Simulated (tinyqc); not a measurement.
BHZ model on a square lattice (one spin block): one step. Signs of dz at the four invariant points. Three cases, with inputs chosen for the exercise.

Problem. dz = M, M - 4B/a^2 (twice), M - 8B/a^2 at (0,0), (pi,0), (0,pi), (pi,pi). The product of the signs is (-1)^nu. C = (s00 - s0p - sp0 + spp)/2 is the Chern number of the lower band of this block, in the sense Omega = curl of i<u|grad u>.

h(k) = e0 + d.s with s the Pauli matrices in the basis (E, H), k in units of 1/a: dx = (A/a) sin kx, dy = (A/a) sin ky, dz = M - (2B/a^2)(2 - cos kx - cos ky), e0 = -(2D/a^2)(2 - cos kx - cos ky). The other spin block is h*(-k). For small k this is the continuum model with dz = M - B k^2.

Give: dz; nu (Z2 index); C.

Case 1.

Values chosen (of the size used for HgTe wells; the results hold for these values, not for the real material): A = 3.77 eV angstrom; B = -70.6 eV angstrom^2; D = -49.3 eV angstrom^2; M = 0.0164 eV (mass term); a = 50 angstrom (grid spacing).

Solution.

dz (meV): (0,0) 16.40, (pi,0) 129.36, (0,pi) 129.36, (pi,pi) 242.32

nu (Z2 index) = 0
C = 0

M/B < 0: no inversion, a trivial insulator.

Case 2.

Values chosen (of the size used for InAs / GaSb double wells; the results hold for these values, not for the real material): A = 0.72 eV angstrom; B = -78.4 eV angstrom^2; D = -21.3 eV angstrom^2; M = -0.0173 eV (mass term); a = 20 angstrom (grid spacing).

Solution.

dz (meV): (0,0) -17.30, (pi,0) 766.70, (0,pi) 766.70, (pi,pi) 1550.70

nu (Z2 index) = 1
C = -1

M/B > 0: the bands are inverted at Gamma alone, a quantum spin Hall insulator.

Case 3.

Values chosen (of the size used for InAs / GaSb double wells; the results hold for these values, not for the real material): A = 0.71 eV angstrom; B = -79.3 eV angstrom^2; D = -24.1 eV angstrom^2; M = 0.0147 eV (mass term); a = 30 angstrom (grid spacing).

Solution.

dz (meV): (0,0) 14.70, (pi,0) 367.14, (0,pi) 367.14, (pi,pi) 719.59

nu (Z2 index) = 0
C = 0

M/B < 0: no inversion, a trivial insulator.

Computed by tinyqc, one run a case: `OMP_NUM_THREADS=1 python tinyqc.py N N+1 out.jsonl` with N = 1481138, 1481551, 1481703; one thread of a shared Intel(R) Xeon(R) Processor @ 2.30GHz, about 0.1 s a run at most.
